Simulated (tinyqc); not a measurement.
Single-photon avalanche diode, trigger probability and counting: two steps of the calculation.

A multiplication layer of width W with the uniform field V/W; alpha = an exp(-bn/E) for electrons, beta = ap exp(-bp/E) for holes (local model, no dead space). a = alpha W, b = beta W. Electrons enter at x = 0, holes at x = W. P0 is the probability that an electron entering at 0 starts a lasting avalanche, PW the same for a hole entering at W.

Inputs (values chosen for the exercise); ionisation coefficients close to those of indium phosphide:
- an = 1.1e7 1/cm (electron prefactor)
- bn = 3.1 MV/cm (electron field)
- ap = 4.66e6 1/cm (hole prefactor)
- bp = 2.61 MV/cm (hole field)
- W = 2 um (width of the multiplication layer)
- Vx = 18 V (excess bias)

Problem 1. Ionisation integrals at and above breakdown. Breakdown: ln(a/b) = a - b with a not equal to b. VB is given; V = VB + Vx.

breakdown voltage VB = 78.508666 V

Give: E at VB; a at VB; b at VB; E at V; a; b.

Solution 1.

E at VB = 0.3925 MV/cm
a at VB = 0.8179
b at VB = 1.207
E at V = 0.4825 MV/cm
a = 3.568
b = 4.172

At VB, ln(a/b) = -0.3894 equals a - b.

Problem 2. Trigger probability by substitution. PW = P0 exp(b - a)/(1 - P0 + P0 exp(b - a)); P0(new) = 1 - (1 - PW)^(a/b).

P0 after iteration 1 = 0.91338049
a = 3.5676927
b = 4.1724029

Find: PW; P0 after iteration 2.

Solution 2.

PW = 0.95075
P0 after iteration 2 = 0.92381

tinyqc, about 0.01 s, one thread, Intel Xeon 2.30GHz (shared host): `OMP_NUM_THREADS=1 python tinyqc.py 2630103 2630104 out.jsonl`
